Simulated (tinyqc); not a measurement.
Six-band hole subbands of a thin body in a field, step by step. Values are carried at full precision from step to step, so a last printed digit may differ when a step is redone from the rounded ones.

Constants: hbar^2/2m0 = 3.80998211 eV angstrom^2.

Parameters, chosen for this exercise (near those of a p-type Si channel; shifted at random, so the results belong to these values and not to a real crystal): S = (7.68, -2.11, 12.47) 1/TPa (compliances s11, s12, s44); sx = -0.5 GPa (stress along the channel [1-10], negative in compression); b = -2.1 eV (tetragonal potential); d = -4.82 eV (trigonal potential); g1 = 4.28 (Luttinger gamma1); g2 = 0.34 (gamma2); g3 = 1.45 (gamma3); face = 110 (surface); Dso = 0.045 eV (spin-orbit splitting); t = 30 angstrom (body thickness); F = 0.2 MV/cm (field across the body); kmax = 0.08 1/angstrom (end of the path).

## Strain and its block

exx = eyy = (s11 + s12) sx/2, ezz = s12 sx, exy = -s44 sx/4 (1 GPa/TPa = 1e-3). With e0 the traceless part, B_XX = 2b e0xx - b (e0yy + e0zz) and B_XY = sqrt(3) d exy.

strain, lower triangle:
```
           x          y         z
x  -0.001393
y   0.001559  -0.001393
z          0          0  0.001055
```

B (eV), lower triangle:
```
          X        Y         Z
X   0.00514
Y  -0.01301  0.00514
Z         0        0  -0.01028
```

## Confinement masses without spin-orbit coupling

C(n n^T)/c has C_XX = (g1 + 4 g2) nx^2 + (g1 - 2 g2)(ny^2 + nz^2) and C_XY = 6 g3 nx ny, n the unit normal; its eigenvalues are the inverse masses along n.

C(n n^T)/c, lower triangle:
```
        X       Y       Z
X  4.6200
Y  4.3500  4.6200
Z       0       0  3.6000
```

masses (m0): 3.7037  0.2778  0.1115

The heaviest mass, 3.70, comes from a near cancellation among the gammas, so a few per cent in them move it strongly.

## The matrix for one sine at q = 0

Basis X, Y, Z times spin, hole energies counted downwards from the unstrained edge (the hydrostatic shift is left out), c = hbar^2/2m0. For a symmetric tensor T let C(T) have C_XX = L Txx + M (Tyy + Tzz), C_XY = N Txy (cyclic), L = c (g1 + 4 g2), M = c (g1 - 2 g2), N = 6 c g3. k = q + kz n, n the unit normal, q = k1 u + k2 v with u along the channel [1-10] and v = n x u. H = C(k k^T) + (Dso/3)(1 - L.sigma) - B + e F z with (L_k)_ij = -i epsilon_kij; B is the block C built from the traceless strain with 2b, -b and sqrt(3) d in place of L, M, N. Strain: exx = eyy = (s11 + s12) sx/2, ezz = s12 sx, exy = -s44 sx/4. Hard walls at z = 0 and t; basis sin(j pi z/t), j = 1 to Nz: kz^2 = (j pi/t)^2, kz = -i D with D_jl = 4 j l/(t (j^2 - l^2)), z_jj = t/2 and z_jl = -8 t j l/(pi (j^2 - l^2))^2 for j + l odd; 1 MV/cm = 0.01 eV/angstrom.

Nz = 1, in meV.

H (meV), lower triangle (Hermitian):
```
               X+       Y+      Z+             X-      Y-      Z-
X+         232.89
Y+  194.76-15.00i   232.89
Z+              0        0  205.69
X-              0        0   15.00         232.89
Y-              0        0  15.00i  194.76+15.00i  232.89
Z-         -15.00  -15.00i       0              0       0  205.69
```

## Its levels

Diagonalise; the levels come in pairs. Give each pair and its weights on X, Y, Z, summed over spin and averaged over the pair.

levels (meV): 36.32  205.84  429.31

weights:
```
   pair 1  pair 2  pair 3
X   0.496   0.006   0.498
Y   0.496   0.006   0.498
Z   0.007   0.988   0.005
```

## More sines

The four lowest pairs at q = 0.

Hole energies (meV):
```
Nz  pair 1  pair 2  pair 3  pair 4
1    36.32  205.84  429.31       -
2    33.27   74.49  205.58  429.21
4    33.15   72.21  128.75  205.58
8    33.15   72.20  128.73  205.58
16   33.15   72.20  128.73  205.58
```

One sine is 3.17 meV off in the top subband, since the field mixes the sines. The second pair lies 39.0 meV deeper.

## Dispersion of the top subband

Nz = 14; the two lowest levels (spin-split where the field breaks inversion), in meV from their value at q = 0.

Energies (meV):
```
|q| (1/angstrom)     u a     u b    v a    v b
0.020              13.24   13.63   5.48   5.49
0.040              53.20   54.10  21.92  21.94
0.060             119.38  121.13  49.31  49.36
0.080             209.67  212.96  87.63  87.73
```

From the mean of each pair in the first row, c q^2/E gives 0.11 m0 along u and 0.28 m0 along v. The largest distance between a and b in the table is 3.30 meV.

## Checks

- Top level at q = 0 on (001) without field and stress against c (g1 - 2 g2)(pi/t)^2, eV: both 0.15041.
- Hermiticity, and E(q) against E(-q): they agree to 1e-10 or better.

Run: tinyqc, `OMP_NUM_THREADS=1 python tinyqc.py 1251871 1251872 out.jsonl`; Intel(R) Xeon(R) Processor @ 2.30GHz, one thread, shared host; about 0.3 s of CPU time with all checks.
